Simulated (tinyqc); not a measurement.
## Short-channel transistor, virtual-source model with series resistance: supply voltage at a fixed off current

The current per gate width is the charge at the top of the source barrier (the virtual source) times its velocity times a saturation function; al and be are fitting constants of the model. Units: I in uA/um, Rs in ohm um, so I Rs = 1e-6 I Rs in volts; Q in uC/cm^2, so I = 1e-4 Q vx0 Fsat with vx0 in cm/s.

Intrinsic voltages Vg' = Vgs - I Rs, Vd' = Vds - 2 I Rs. n = n0 + nd Vd', VT = VT0 - dl Vd', Ff = 1/(1 + exp((Vg' - VT + al Vt/2)/(al Vt))), Q = Cinv n Vt ln(1 + exp((Vg' - VT + al Vt Ff)/(n Vt))), Vdsat = (vx0 L/mu)(1 - Ff) + Vt Ff, Fsat = u/(1 + u^be)^(1/be) with u = Vd'/Vdsat, and I = Q vx0 Fsat per width. I is solved self-consistently. For each supply Vdd, VT0 is set so that I(Vgs = 0, Vds = Vdd) = 10 nA/um; Ion = I(Vdd, Vdd); C = Cinv L + 0.32 fF/um of parasitic capacitance; delay C Vdd/Ion, energy C Vdd^2.

Inputs (values chosen for the exercise):
```
symbol,value,unit,meaning
T,300,K,temperature
Cinv,1.79,uF/cm^2,inversion capacitance
vx0,3.29e7,cm/s,velocity at the virtual source
mu,200,cm^2/(V s),apparent mobility
L,25,nm,channel length
dl,0.17,V/V,drain-induced barrier lowering
n0,1.16,,subthreshold factor
nd,0.1,1/V,growth of n with drain voltage
al,3.5,,threshold shift (in units of Vt) from weak to strong inversion
be,1.6,,sharpness of saturation
Rs,70,ohm um,series resistance of each contact
```

Constants: q = 1.602176634e-19 C, kB = 1.380649e-23 J/K, Vt = kB T/q. Results are converted to the units shown.

Results:
```
Vdd (V)	VT0 (V)	Ion (uA/um)	delay (ps)	energy (fJ/um)
0.4	0.4606	171.4	1.791	0.1228
0.5	0.4806	392.5	0.9777	0.1919
0.6	0.5005	660.5	0.6972	0.2763
0.7	0.5204	958.0	0.5608	0.3761
0.8	0.5403	1276	0.4813	0.4912
0.9	0.5602	1607	0.4298	0.6217
1.1	0.5999	2296	0.3678	0.9287
```

Estimate the missing row, Vdd = 1 V.

Computed row:
```
Vdd (V)	VT0 (V)	Ion (uA/um)	delay (ps)	energy (fJ/um)
1	0.5801	1948	0.3940	0.7675
```

With this row back in the table: The VT0 needed rises from 0.461 to 0.600 V and Ion rises from 171 to 2300 uA/um. The delay falls from 1.79 to 0.368 ps, while the energy grows as Vdd^2. Going from 0.4 to 0.5 V changes the delay by -45 %, going from 1 to 1.1 V by -6.6 %.

Numbers from tinyqc (`OMP_NUM_THREADS=1 python tinyqc.py 2380001 2380002 out.jsonl`; about 0.01 s on one thread of a shared Intel Xeon 2.30GHz).
